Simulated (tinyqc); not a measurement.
Kissinger analysis: growth of a silicide layer between metal and silicon: linear-parabolic kinetics, ramp anneals and Kissinger analysis. Computed by tinyqc, a small Python program. Command: `OMP_NUM_THREADS=1 python tinyqc.py 3029102 3029103 out.jsonl silicide walk`. One thread of a shared host (Intel(R) Xeon(R) Processor @ 2.30GHz), about 0.2 s of CPU time with the checks.

One compound layer of thickness x grows by diffusion through itself and reaction at an interface, dx/dt = 1/(2x/K + 1/v), until the metal is used up at x = a h.

Inputs (values chosen for the exercise, modelled on NiSi):
```
quantity                                 value    unit
metal thickness h                           53      nm
silicide formed per metal thickness a      2.2       -
prefactor of the parabolic constant K  4.1e+13  nm^2/s
activation energy E of K                   1.7      eV
prefactor of the interface velocity v  1.8e+15    nm/s
activation energy E_v                     1.87      eV
```

Constants: k_B = 8.617333262e-05 eV/K.

Method:
- The silicide ends at the thickness a h.
- K = K0 exp(-E/(k_B T)), v = v0 exp(-E_v/(k_B T)).
- Temperatures in kelvin are T(C) + 273.15.
- Ramp from x = 0 at 100 C at the rate beta: dx/dT = (1/beta)/(2x/K + 1/v), integrated adaptively (tolerance 1e-9) until x = a h at T_f.
- Plot ln(beta/T_f^2) against 1/(k_B T_f), T_f in kelvin; minus the least-squares slope estimates the activation energy.

final thickness = 116.6 nm

Ramps:
```
beta (C/s)  T_f (C)  1/(k_B T_f) (1/eV)  ln(beta/T_f^2)
0.03         420.10              16.739         -16.589
0.1          448.65              16.077         -15.466
0.3          476.75              15.475         -14.444
1            510.09              14.816         -13.327
3            543.10              14.217         -12.311
10           582.50              13.562         -11.201
30           621.78              12.967         -10.192
```

Kissinger energy = 1.6958 eV

What does the comparison show, and why?

A thousandfold faster ramp raises the completion temperature by only 202 C. The fit gives 1.696 eV, against E = 1.7 eV for diffusion and E_v = 1.87 eV for the interface: diffusion controls. Caution: nucleation and competing phases are left out; disilicides such as CoSi2 and the low-resistance form of TiSi2 start by nucleation and follow this law at best in part.

Extremes, crossings and ranges named in words are read from the listed rows.
